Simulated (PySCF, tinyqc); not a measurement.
Inside a calculation. Method: RHF in the 6-31g basis, for H4, spin multiplicity 1. The lowest restricted solution is unstable here: a spin-polarised one lies 0.0209 hartree lower (PySCF). One step of it, computed by the program tinyqc.

Question. Iteration 2: DIIS coefficients. Solve [B -1; -1 0][c; lambda] = [0; -1] for the coefficients, which sum to one.

B (overlaps of the stored error matrices):
```
               1              2
1  6.5979992e-01  9.5089676e-03
2  9.5089676e-03  1.2595418e-02
```

Give: DIIS coefficients.

Answer.

DIIS coefficients: 0.0047  0.9953
